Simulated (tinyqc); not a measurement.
p-i-n power rectifier, conductivity modulation at high injection: one step of the calculation.

A drift layer from x = -d to d (2 d = W) between ideal p+ and n+ emitters (no recombination in them). High injection, n = p, ambipolar diffusion with one lifetime; both mobilities scale as (T/300 K)^(-bt).

Problem. Carrier profile. Da = 2 mun mup Vt/(mun + mup), La = sqrt(Da tau), B = (mun - mup)/(mun + mup) with mun = mud (T/300 K)^(-bt), mup likewise; n(x) = (tau J/(2 q La)) [cosh(x/La)/sinh(d/La) - B sinh(x/La)/cosh(d/La)]. 12 equal steps.

Parameters, values chosen for the exercise; bulk values close to those of 4H silicon carbide: temperature T = 300 K; drift mobility at 300 K mud = 828 cm^2/(V s); temperature exponent of the drift mobility bt = 2.3; hole mobility at 300 K mup = 112 cm^2/(V s); forward current density J = 50 A/cm^2; high-level lifetime tau = 5.2e-7 s.

Constants: q = 1.602176634e-19 C, kB = 1.380649e-23 J/K, Vt = kB T/q. Results are converted to the units shown.

W = 74.443142 um

Find: Da; La; B; x; n.

Solution.

Da = 5.1009 cm^2/s
La = 16.286 um
B = 0.76170

```
point,x (um),n (cm^-3)
0,-37.222,8.8034e16
1,-31.018,6.0251e16
2,-24.814,4.1317e16
3,-18.611,2.8451e16
4,-12.407,1.9762e16
5,-6.204,1.3976e16
6,0.000,1.0242e16
7,6.204,8.0127e15
8,12.407,6.9597e15
9,18.611,6.9288e15
10,24.814,7.9154e15
11,31.018,1.0064e16
12,37.222,1.3691e16
```

d/La = 2.29.

Computed by the program tinyqc: `OMP_NUM_THREADS=1 python tinyqc.py 2230002 2230003 out.jsonl`, one thread of a shared Intel Xeon 2.30GHz, about 0.01 s for the whole run.
